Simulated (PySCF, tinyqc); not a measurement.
CCSD on RHF in the 3-21g basis, for H3-, spin multiplicity 1, step by step. The basis has no diffuse functions, so it cannot describe the extra electron: this is an exercise in the method, not the real anion. The lowest restricted solution is unstable here: a spin-polarised one lies 0.0591 hartree lower (PySCF). One step of it, computed by the program tinyqc.

Task: CCSD: starting amplitudes. t_ij^ab = <ij||ab> / (e_i + e_j - e_a - e_b), whose energy is MP2.

orbital energies (hartree): MO1 -0.295086, MO2 0.178996, MO3 0.438848, MO4 1.379134, MO5 1.544679, MO6 1.650250

Two-electron integrals over orbitals (pq|rs), unique and non-zero (hartree):
```
(11|11) 0.538574    (21|11) -0.020262   (21|21) 0.082038    (22|11) 0.416886
(22|21) 0.063772    (22|22) 0.457164    (31|11) 0.000278    (31|21) 0.000104
(31|22) -0.001134   (31|31) 0.102534    (32|11) 0.000153    (32|21) -0.001122
(32|22) -0.000531   (32|31) -0.036820   (32|32) 0.026226    (33|11) 0.439489
(33|21) -0.039939   (33|22) 0.338036    (33|31) 0.000667    (33|32) 0.000347
(33|33) 0.420245    (41|11) 0.108170    (41|21) -0.020105   (41|22) 0.041338
(41|31) 0.000460    (41|32) 0.000078    (41|33) 0.064905    (41|41) 0.077418
(42|11) -0.036963   (42|21) -0.005579   (42|22) -0.024285   (42|31) 0.000033
(42|32) 0.000031    (42|33) -0.019606   (42|41) -0.028171   (42|42) 0.020665
(43|11) 0.000763    (43|21) 0.000028    (43|22) 0.000291    (43|31) 0.012652
(43|32) -0.004415   (43|33) 0.000467    (43|41) 0.000741    (43|42) -0.000020
(43|43) 0.040857    (44|11) 0.493385    (44|21) -0.057261   (44|22) 0.354986
(44|31) 0.001511    (44|32) 0.000184    (44|33) 0.425684    (44|41) 0.109156
(44|42) -0.032858   (44|43) 0.001110    (44|44) 0.500090    (51|11) -0.000275
(51|21) 0.000455    (51|22) -0.000682   (51|31) 0.066071    (51|32) -0.026558
(51|33) 0.000071    (51|41) 0.000194    (51|42) 0.000315    (51|43) 0.048304
(51|44) 0.000699    (51|51) 0.087228    (52|11) 0.000882    (52|21) -0.000506
(52|22) 0.000420    (52|31) -0.029312   (52|32) 0.007631    (52|33) 0.000545
(52|41) 0.000476    (52|42) -0.000366   (52|43) -0.019283   (52|44) 0.000584
(52|51) -0.034875   (52|52) 0.018388    (53|11) 0.119826    (53|21) -0.028245
(53|22) 0.047649    (53|31) 0.000309    (53|32) 0.000228    (53|33) 0.074095
(53|41) 0.073870    (53|42) -0.026560   (53|43) 0.000432    (53|44) 0.121995
(53|51) -0.000254   (53|52) 0.000699    (53|53) 0.082671    (54|11) 0.000503
(54|21) 0.000785    (54|22) -0.000727   (54|31) 0.122920    (54|32) -0.047771
(54|33) 0.000723    (54|41) 0.000826    (54|42) 0.000052    (54|43) 0.044145
(54|44) 0.002062    (54|51) 0.114532    (54|52) -0.048012   (54|53) 0.000303
(54|54) 0.192107    (55|11) 0.543294    (55|21) -0.067786   (55|22) 0.371298
(55|31) -0.000586   (55|32) 0.001221    (55|33) 0.466682    (55|41) 0.152237
(55|42) -0.052205   (55|43) 0.000629    (55|44) 0.553120    (55|51) -0.001448
(55|52) 0.001816    (55|53) 0.161272    (55|54) -0.001151   (55|55) 0.639686
(61|11) -0.015489   (61|21) -0.040461   (61|22) -0.051436   (61|31) 0.000258
(61|32) 0.000511    (61|33) 0.007330    (61|41) 0.006766    (61|42) -0.008648
(61|43) 0.000038    (61|44) 0.012541    (61|51) -0.000034   (61|52) 0.000289
(61|53) 0.010806    (61|54) -0.000058   (61|55) 0.021893    (61|61) 0.049567
(62|11) -0.093448   (62|21) -0.039265   (62|22) -0.092595   (62|31) 0.000563
(62|32) 0.000340    (62|33) -0.043829   (62|41) -0.030008   (62|42) 0.003273
(62|43) -0.000025   (62|44) -0.055088   (62|51) 0.000436    (62|52) -0.000121
(62|53) -0.025294   (62|54) 0.000305    (62|55) -0.065265   (62|61) 0.061693
(62|62) 0.109198    (63|11) 0.000562    (63|21) 0.000526    (63|22) 0.000572
(63|31) 0.022056    (63|32) -0.004271   (63|33) 0.000234    (63|41) 0.000186
(63|42) 0.000038    (63|43) 0.006406    (63|44) 0.000478    (63|51) 0.017019
(63|52) -0.009683   (63|53) 0.000085    (63|54) 0.029493    (63|55) -0.000044
(63|61) -0.000530   (63|62) -0.000732   (63|63) 0.009023    (64|11) 0.023142
(64|21) -0.035683   (64|22) -0.018570   (64|31) 0.000179    (64|32) 0.000387
(64|33) 0.024781    (64|41) 0.021035    (64|42) -0.001573   (64|43) 0.000103
(64|44) 0.042089    (64|51) -0.000081   (64|52) 0.000262    (64|53) 0.024120
(64|54) -0.000038   (64|55) 0.053535    (64|61) 0.018150    (64|62) 0.013445
(64|63) -0.000179   (64|64) 0.020981    (65|11) -0.000156   (65|21) 0.000687
(65|22) 0.000184    (65|31) 0.024066    (65|32) -0.013000   (65|33) -0.000162
(65|41) -0.000086   (65|42) 0.000128    (65|43) 0.015563    (65|44) -0.000113
(65|51) 0.030261    (65|52) -0.010445   (65|53) -0.000302   (65|54) 0.042723
(65|55) -0.001021   (65|61) -0.000399   (65|62) -0.000282   (65|63) 0.004322
(65|64) -0.000293   (65|65) 0.012668    (66|11) 0.462684    (66|21) 0.130589
(66|22) 0.531936    (66|31) -0.001191   (66|32) -0.001495   (66|33) 0.338924
(66|41) 0.056061    (66|42) -0.024953   (66|43) 0.000315    (66|44) 0.357301
(66|51) -0.000595   (66|52) 0.000144    (66|53) 0.050664    (66|54) -0.000192
(66|55) 0.375247    (66|61) -0.128394   (66|62) -0.206668   (66|63) 0.001524
(66|64) -0.052254   (66|65) 0.000949    (66|66) 0.781422
```

Give: Starting amplitudes; correlation energy.

Result:

Starting amplitudes (spin orbitals 1a, 1b, ...; amplitudes related by a flip of all spins are not repeated; the 24 largest):
```
from      to          t
1a 1b  3a 3b    -0.0699
2a 2b  3a 3b    -0.0505
2a 2b  6a 6b    -0.0371
1a 2b  3a 3b     0.0370
1a 1b  3a 5b    -0.0257
1a 1b  5a 5b    -0.0237
1a 1b  4a 4b    -0.0231
1a 2b  6a 6b    -0.0181
1a 2b  3a 5b     0.0140
1a 1b  6a 6b    -0.0127
1a 2b  3b 5a    -0.0126
1a 2b  5a 5b     0.0109
1a 2b  4a 4b     0.0098
1a 2b  4a 6b     0.0095
2a 2b  4a 4b    -0.0086
1a 2a  4a 6a     0.0068
2a 2b  5a 5b    -0.0067
2a 2b  3a 5b    -0.0047
1a 2b  4b 6a    -0.0027
1a 1b  4a 6b    -0.0019
1a 2a  3a 5a     0.0013
2a 2b  4a 6b    -0.0012
1a 2b  3a 6b  -2.55e-04
1a 2b  3b 6a   2.32e-04
```

correlation energy = -0.029503 hartree
